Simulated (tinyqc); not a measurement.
Inside a calculation. Method: empirical pseudopotential in a few plane waves. One step of it, computed by the program tinyqc.

Task: Bloch Hamiltonian at G. Basis: the 15 shortest G (labels in 2 pi/a), the same at every k. H(G,G') = c |k + G|^2 delta + VS(|G-G'|^2) cos((G-G').tau) + i VA sin((G-G').tau), tau = a/8 (1,1,1); 1 Ry = 13.605693 eV.

Parameters chosen for this model: fcc lattice, atoms at +/- a/8 (1,1,1); form factors in rydberg at |G|^2 in units of (2 pi/a)^2:
```
parameter                 value      unit
a                      5.400000  angstrom
VS(3)                 -0.240000        Ry
VS(8)                  0.000000        Ry
VS(11)                 0.056000        Ry
VA(3)                  0.096000        Ry
VA(4)                  0.076000        Ry
VA(11)                 0.037000        Ry
hbar^2/2m (2 pi/a)^2   5.158164        eV
```

k point G (2 pi / a): [0, 0, 0]

Give: H(k) at G.

Result:

H(k) at G (eV), order +0+0+0, -1-1-1, -1-1+1, -1+1-1, -1+1+1, +1-1-1, +1-1+1, +1+1-1, +1+1+1, -2+0+0, +0-2+0, +0+0-2, +0+0+2, +0+2+0, +2+0+0:
```
[[0.000, 2.309+0.924i, -2.309+0.924i, -2.309+0.924i, -2.309-0.924i, -2.309+0.924i, -2.309-0.924i, -2.309-0.924i, 2.309-0.924i, 0.000+1.034i, 0.000+1.034i, 0.000+1.034i, 0.000-1.034i, 0.000-1.034i, 0.000-1.034i],
 [2.309-0.924i, 15.474, 0.000-1.034i, 0.000-1.034i, 0.000, 0.000-1.034i, 0.000, 0.000, 0.000, -2.309-0.924i, -2.309-0.924i, -2.309-0.924i, -0.539+0.356i, -0.539+0.356i, -0.539+0.356i],
 [-2.309-0.924i, 0.000+1.034i, 15.474, 0.000, 0.000-1.034i, 0.000, 0.000-1.034i, 0.000, 0.000, -2.309+0.924i, -2.309+0.924i, 0.539+0.356i, 2.309-0.924i, -0.539-0.356i, -0.539-0.356i],
 [-2.309-0.924i, 0.000+1.034i, 0.000, 15.474, 0.000-1.034i, 0.000, 0.000, 0.000-1.034i, 0.000, -2.309+0.924i, 0.539+0.356i, -2.309+0.924i, -0.539-0.356i, 2.309-0.924i, -0.539-0.356i],
 [-2.309+0.924i, 0.000, 0.000+1.034i, 0.000+1.034i, 15.474, 0.000, 0.000, 0.000, 0.000-1.034i, 2.309+0.924i, -0.539+0.356i, -0.539+0.356i, -2.309-0.924i, -2.309-0.924i, 0.539-0.356i],
 [-2.309-0.924i, 0.000+1.034i, 0.000, 0.000, 0.000, 15.474, 0.000-1.034i, 0.000-1.034i, 0.000, 0.539+0.356i, -2.309+0.924i, -2.309+0.924i, -0.539-0.356i, -0.539-0.356i, 2.309-0.924i],
 [-2.309+0.924i, 0.000, 0.000+1.034i, 0.000, 0.000, 0.000+1.034i, 15.474, 0.000, 0.000-1.034i, -0.539+0.356i, 2.309+0.924i, -0.539+0.356i, -2.309-0.924i, 0.539-0.356i, -2.309-0.924i],
 [-2.309+0.924i, 0.000, 0.000, 0.000+1.034i, 0.000, 0.000+1.034i, 0.000, 15.474, 0.000-1.034i, -0.539+0.356i, -0.539+0.356i, 2.309+0.924i, 0.539-0.356i, -2.309-0.924i, -2.309-0.924i],
 [2.309+0.924i, 0.000, 0.000, 0.000, 0.000+1.034i, 0.000, 0.000+1.034i, 0.000+1.034i, 15.474, -0.539-0.356i, -0.539-0.356i, -0.539-0.356i, -2.309+0.924i, -2.309+0.924i, -2.309+0.924i],
 [0.000-1.034i, -2.309+0.924i, -2.309-0.924i, -2.309-0.924i, 2.309-0.924i, 0.539-0.356i, -0.539-0.356i, -0.539-0.356i, -0.539+0.356i, 20.633, 0.000, 0.000, 0.000, 0.000, 0.000],
 [0.000-1.034i, -2.309+0.924i, -2.309-0.924i, 0.539-0.356i, -0.539-0.356i, -2.309-0.924i, 2.309-0.924i, -0.539-0.356i, -0.539+0.356i, 0.000, 20.633, 0.000, 0.000, 0.000, 0.000],
 [0.000-1.034i, -2.309+0.924i, 0.539-0.356i, -2.309-0.924i, -0.539-0.356i, -2.309-0.924i, -0.539-0.356i, 2.309-0.924i, -0.539+0.356i, 0.000, 0.000, 20.633, 0.000, 0.000, 0.000],
 [0.000+1.034i, -0.539-0.356i, 2.309+0.924i, -0.539+0.356i, -2.309+0.924i, -0.539+0.356i, -2.309+0.924i, 0.539+0.356i, -2.309-0.924i, 0.000, 0.000, 0.000, 20.633, 0.000, 0.000],
 [0.000+1.034i, -0.539-0.356i, -0.539+0.356i, 2.309+0.924i, -2.309+0.924i, -0.539+0.356i, 0.539+0.356i, -2.309+0.924i, -2.309-0.924i, 0.000, 0.000, 0.000, 0.000, 20.633, 0.000],
 [0.000+1.034i, -0.539-0.356i, -0.539+0.356i, -0.539+0.356i, 0.539+0.356i, 2.309+0.924i, -2.309+0.924i, -2.309+0.924i, -2.309-0.924i, 0.000, 0.000, 0.000, 0.000, 0.000, 20.633]]
```
